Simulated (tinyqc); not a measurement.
MOSFET in saturation, small-signal circuit and noise: from weak to strong inversion.

Bias by the inversion coefficient IC = I/Ispec (charge-based model with velocity saturation; weak inversion below 0.1, strong above 10). Common-source circuit: gm, gds, Cgs, Cgd and Cj at the inner nodes, Rg in series with the gate; quasi-static, no source or drain resistance, no gate-body capacitance, no substrate network, no induced gate noise, so fmax is an upper estimate.

Ispec = 2 n mu Cox (W/L) Vt^2, lc = Ls/L, gms = [sqrt((lc IC + 1)^2 + 4 IC) - 1]/[2 + lc (lc IC + 1)], gm = gms Ispec/(n Vt), gds = sg gm. qs = [sqrt(1 + 4 IC) - 1]/2, Cgs = Cox W L qs (2 qs + 3)/(3 (qs + 1)^2) + Cov W, Cgd = Cov W, Cd = Cj W, Rg = Rsh (Wf/L)/(12 Nf) + Rc/W with Nf = W/Wf fingers (not rounded) contacted at both ends. fT = gm/(2 pi (Cgs + Cgd)), fmax = fT/(2 sqrt(Rg (gds + 2 pi fT Cgd))). The last column is the figure of merit (gm/I) fT.

Parameters, values chosen for the exercise:
- T = 300 K (temperature)
- L = 65 nm (gate length)
- W = 10 um (total gate width)
- Cox = 1.29 uF/cm^2 (gate capacitance)
- mu = 150 cm^2/(V s) (mobility)
- n = 1.18 (slope factor)
- Ls = 15 nm (velocity-saturation length)
- sg = 0.034 (ratio gds/gm)
- Cov = 0.24 fF/um (overlap and fringe capacitance per side)
- Cj = 0.73 fF/um (drain junction capacitance)
- Rsh = 8 ohm (sheet resistance of the gate)
- Wf = 2 um (finger width)
- Rc = 50 ohm um (gate contact and vertical resistance)

Constants: q = 1.602176634e-19 C, kB = 1.380649e-23 J/K, Vt = kB T/q. Results are converted to the units shown.

From weak to strong inversion:
```
IC     I (uA)  gm/I (1/V)  fT (GHz)  fmax (GHz)  (gm/I) fT (THz/V)
0.01  0.46953      32.420   0.49625      29.075           0.016088
0.03   1.4086      31.740    1.4132      49.015           0.044855
0.1    4.6953      29.728    4.0509      82.742            0.12043
0.3    14.086      25.814    9.1483      123.66            0.23616
1      46.953      19.352    19.041      176.95            0.36848
3      140.86      13.052    33.830      234.29            0.44155
10     469.53      7.2806    57.690      304.45            0.42002
30     1408.6      3.5733    81.357      360.61            0.29071
100    4695.3      1.3145    97.270      393.68            0.12786
```

The efficiency gm/I falls from 32.4 to 1.31 1/V while fT rises from 0.496 to 97.3 GHz; fT goes as IC^(0.95) at the start and IC^(0.15) at the end (1/2 for a long channel, 0 at full velocity saturation, which sets in near IC = 1/lc^2 = 18.8). Their product goes from 0.0161 through a maximum of 0.442 (at IC = 3 among the rows listed) to 0.128 THz/V. In every row fmax exceeds 4 fT, where channel resistance and substrate losses, left out here, would cap it.

tinyqc, about 0.01 s, one thread, Intel Xeon 2.30GHz (shared host): `OMP_NUM_THREADS=1 python tinyqc.py 2150021 2150022 out.jsonl`
